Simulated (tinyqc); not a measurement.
Precursor delivery and alloy composition in metal-organic vapour-phase epitaxy: one step, computed by the program tinyqc.

Carrier gas leaves each bubbler saturated. Group-III species cross a boundary layer and react at the surface; element 2 can also desorb. The film is (1)_(1-x) (2)_x V with a zinc-blende cell.

Question. Transport to the surface. Partial pressure p_i = p F_i/(44615 x total flow in slm); density n_i = p_i/(k_B T), 1 torr = 133.322 Pa; D = D0 (T/273.15)^1.75 (760/p), h = D/delta, the same for both; k_s = prefactor x exp(-energy/(k_B T)); arrival J_i = n_i/(1/h + 1/k_s); in layers per second g_i = J_i a^2/2 (two group-III sites per a^2 on (001)). Temperatures in kelvin are T(C) + 273.15.

Inputs (values chosen for the exercise, close to those used for InGaP from TEGa and TMIn):

| quantity | value | unit |
|---|---|---|
| source 1: bath temperature | 23 | C |
| source 2: bath temperature | 22 | C |
| total flow | 7.2 | slm |
| reactor pressure p | 75 | torr |
| diffusivity D0 at 273.15 K and 760 torr | 0.31 | cm^2/s |
| boundary layer delta | 1.4 | cm |
| prefactor of the surface rate k_s | 5.4e+13 | cm/s |
| energy of k_s | 1.8 | eV |
| lattice constant a | 5.65 | angstrom |
| growth temperature T | 680 | C |

molar flows (micromol/min): F1 14.01899, F2 6.220584

Constants: k_B = 1.380649e-23 J/K; k_B = 8.617333262e-05 eV/K.

Give: densities; h; k_s; arrival rates.

Answer.

densities (1/cm^3): n1 3.316e+13, n2 1.471e+13

h = 19.99 cm/s

k_s = 16402 cm/s

arrival rates (layers/s): g1 1.057, g2 0.4689

Growth is transport-limited.
